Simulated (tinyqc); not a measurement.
Lattice vibrations of a chain, step by step. One step of it, computed by the program tinyqc.

Problem. Dynamical matrix at q = 0.08. q is in units of 2 pi/a. A spring k from atom i to atom j, n cells on, adds k to Phi_ii and Phi_jj, -k exp(2 pi i q n) to Phi_ij and the conjugate to Phi_ji (for one atom a cell: 2k (1 - cos 2 pi q n)); D_ij = Phi_ij / sqrt(m_i m_j).

A chain moving along its axis:
```
atom    mass (u)  spring to the next atom (eV/angstrom^2)
1      59.300000                                18.200000
2      66.900000                                21.300000
3     117.100000                                 4.900000
```

Give: D(q).

Solution.

D(q) (eV/(angstrom^2 u)), lower triangle (Hermitian):
```
                 1        2       3
1           0.3895
2          -0.2890   0.5904
3  -0.0515-0.0283i  -0.2407  0.2237
```
